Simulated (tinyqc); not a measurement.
What moves the results: eight-band Kane k.p model. A value that a table varies takes the place of the one given here.

Eight-band Kane model, basis S, X, Y, Z times spin, zero of energy at the top of the unstrained valence band, c = hbar^2/2m0. Within each spin: H_SS = Eg + A c k^2, H_SX = i P kx (likewise Y, Z), H_XX = -Dso/3 + L kx^2 + M (ky^2 + kz^2), H_XY = N kx ky, and cyclic. Spin-orbit term (Dso/3) L.sigma on X, Y, Z with (L_k)_ij = -i epsilon_kij: <X+|H|Y+> = -i Dso/3, <X+|H|Z-> = Dso/3, <Y+|H|Z-> = -i Dso/3, <Z+|H|X-> = -Dso/3, <Z+|H|Y-> = i Dso/3, <X-|H|Y-> = i Dso/3, and their conjugates; + and - are the spin along z. Terms from inversion asymmetry are left out, so every level is twofold.

P = sqrt(Ep c); A = 1/me - Ep (Eg + 2 Dso/3)/(Eg (Eg + Dso)) keeps the electron mass; g1' = g1 - Ep/(3 Eg), g2' = g2 - Ep/(6 Eg), g3' = g3 - Ep/(6 Eg) remove the coupling to S that the Luttinger values already hold; L = -c (g1' + 4 g2'), M = -c (g1' - 2 g2'), N = -6 c g3'.

Constants: hbar^2/2m0 = 3.80998211 eV angstrom^2.

Inputs chosen for the exercise (near those of CdTe; shifted at random, so the results belong to these values and not to a real crystal):
- Eg = 1.596 eV (gap at Gamma to the s-like level)
- Dso = 0.901 eV (spin-orbit splitting)
- Ep = 18.8 eV (Kane energy)
- me = 0.0962 m0 (electron mass at Gamma)
- g1 = 5.3 (Luttinger gamma1)
- g2 = 1.7 (gamma2)
- g3 = 2 (gamma3)
- kmax = 0.05 1/angstrom (end of the path)

## Non-parabolicity of the conduction band

Unstrained, along [001], six points up to kmax. Parabolic: E = c k^2/me. Two-band form: E (1 + alpha E) = c k^2/me with alpha = (1 - me)^2/Eg. The column alpha(k) solves that form for alpha with the eight-band energy. Energies from the conduction edge.

Energies:

| \|k\| (1/angstrom) | parabolic (eV) | two-band (eV) | eight-band (eV) | alpha(k) (1/eV) | parabolic / eight-band |
|---|---|---|---|---|---|
| 0.0083 | 0.0028 | 0.0027 | 0.0027 | 0.591 | 1.002 |
| 0.0167 | 0.0110 | 0.0109 | 0.0109 | 0.591 | 1.006 |
| 0.0250 | 0.0248 | 0.0244 | 0.0244 | 0.591 | 1.014 |
| 0.0333 | 0.0440 | 0.0431 | 0.0429 | 0.591 | 1.025 |
| 0.0417 | 0.0688 | 0.0665 | 0.0662 | 0.591 | 1.039 |
| 0.0500 | 0.0990 | 0.0944 | 0.0938 | 0.591 | 1.055 |

alpha = 0.512 1/eV

At the last point the parabola lies a factor 1.06 above the eight-band value, and the two-band form 0.6 meV above it. The parabola stays within 5 % up to |k| = 0.0417 1/angstrom of the points listed. alpha(k) stays at 0.591 1/eV, a spread of 0.0 % over this range; the simple rule gives 0.512, 13 % below the first value, as it knows neither Dso nor the remote terms.

## Four, six or eight bands for the holes

Unstrained, along [111]. Six bands: the X, Y, Z block alone with the full g1, g2, g3 in L, M, N. Four bands: the same with Dso sent to infinity. HH, LH and SO name the pairs from the top.

Valence levels (eV):

| \|k\| (1/angstrom) | HH 4 | HH 6 | HH 8 | LH 4 | LH 6 | LH 8 | SO 6 | SO 8 |
|---|---|---|---|---|---|---|---|---|
| 0.0083 | -0.0003 | -0.0003 | -0.0003 | -0.0025 | -0.0025 | -0.0025 | -0.9024 | -0.9020 |
| 0.0167 | -0.0014 | -0.0014 | -0.0014 | -0.0098 | -0.0098 | -0.0098 | -0.9066 | -0.9051 |
| 0.0250 | -0.0031 | -0.0031 | -0.0031 | -0.0221 | -0.0219 | -0.0217 | -0.9138 | -0.9103 |
| 0.0333 | -0.0055 | -0.0055 | -0.0055 | -0.0394 | -0.0387 | -0.0380 | -0.9241 | -0.9176 |
| 0.0417 | -0.0086 | -0.0086 | -0.0086 | -0.0615 | -0.0599 | -0.0582 | -0.9377 | -0.9272 |
| 0.0500 | -0.0124 | -0.0124 | -0.0124 | -0.0886 | -0.0852 | -0.0819 | -0.9548 | -0.9390 |

At |k| = 0.0500 the heavy holes of the three models span 0.0 meV and the light holes 6.7 meV. The split-off band moves the light hole by +3.4 meV and treating the conduction band exactly moves it by +3.3 meV more; the two matter about equally here, where the four-band light-hole energy is 0.10 times Dso and 0.06 times Eg.

## Far from Gamma

Pairs 3 and 4 along [100] out to 3.2 1/angstrom, beyond the zone edge but about the reach pi/h of a grid with h = 1 angstrom, with Ep as given and with Ep rescaled so that A = 1: Ep = (1/me - 1) Eg (Eg + Dso)/(Eg + 2 Dso/3). Crossings of E = Eg/2 are found on a scan of 320 points from 0.05 to 3.2 and refined by bisection.

Levels (eV):

| kx (1/angstrom) | pair 3 | pair 4 | pair 3, rescaled | pair 4, rescaled |
|---|---|---|---|---|
| 0.0 | 0.000 | 1.596 | 0.000 | 1.596 |
| 0.4 | -1.158 | 4.117 | -1.158 | 4.166 |
| 0.8 | -4.633 | 7.212 | -4.633 | 7.673 |
| 1.2 | -10.326 | 10.196 | -10.424 | 11.788 |
| 1.6 | -14.536 | 13.047 | -18.532 | 16.733 |
| 2.0 | -18.851 | 15.766 | -27.686 | 22.660 |
| 2.4 | -23.385 | 18.363 | -37.557 | 29.660 |
| 2.8 | -28.152 | 20.844 | -49.033 | 37.789 |
| 3.2 | -33.164 | 23.219 | -62.175 | 47.079 |

A (a pure number) and L (eV angstrom^2) as given: 0.032  -1.221

rescaled Ep = 17.04 eV

A and L rescaled: 1.000  -5.412

Crossings of mid-gap:

| set | number | first kx (1/angstrom) |
|---|---|---|
| as given | 0 | - |
| rescaled | 0 | - |

Is the parameter set safe for a calculation on a fine real-space grid?

Along this line and up to 3.2 1/angstrom, yes: no level crosses the middle of the gap. At large kx the S and X states dominate and (A c k^2)(L k^2) - P^2 k^2 must vanish for a state in the gap, which needs A L > 0, near k = P/sqrt(A c L); here A = 0.032 and L = -1.221 have opposite signs. In the rerun with Ep = 17.04 eV, A = 1.000 and L = -5.412 have opposite signs, and no level crosses. Electron, heavy- and light-hole masses at Gamma are the same for both sets.

## What each parameter does

Unstrained; levels at |k| = kmax along [001], all derived values formed anew. Each row changes one parameter from the base and keeps the others.

Results:

| case | conduction (eV) | heavy hole (eV) | light hole (eV) | split-off (eV) |
|---|---|---|---|---|
| base | 1.6898 | -0.0181 | -0.0772 | -0.9384 |
| Eg = 1.4364 eV | 1.5299 | -0.0181 | -0.0770 | -0.9358 |
| Dso = 0.9911 eV | 1.6899 | -0.0181 | -0.0774 | -1.0276 |
| Ep = 16.92 eV | 1.6898 | -0.0181 | -0.0772 | -0.9398 |
| me = 0.0866 m0 | 1.7003 | -0.0181 | -0.0768 | -0.9383 |
| g1 = 5.83 | 1.6896 | -0.0231 | -0.0821 | -0.9434 |
| g2 = 1.53 | 1.6901 | -0.0213 | -0.0746 | -0.9382 |
| g3 = 1.8 | 1.6898 | -0.0181 | -0.0772 | -0.9384 |

The largest shifts from the base row, up to three for each result and ties (the steps differ in size, so this ranks the rows, not the parameters). conduction (eV): Eg -0.1599, me +0.0105, g2 +0.0003; unchanged at the printed digits by Ep and g3. heavy hole (eV): g1 -0.0050, g2 -0.0032; unchanged at the printed digits by Eg, Dso, Ep, me and g3. light hole (eV): g1 -0.0049, g2 +0.0027, me +0.0004; unchanged at the printed digits by Ep and g3. split-off (eV): Dso -0.0892, g1 -0.0050, Eg +0.0026; unchanged at the printed digits by g3.

(tinyqc, `OMP_NUM_THREADS=1 python tinyqc.py 1050257 1050258 out.jsonl`, Intel(R) Xeon(R) Processor @ 2.30GHz, 1 thread, shared host, about 0.1 s.)
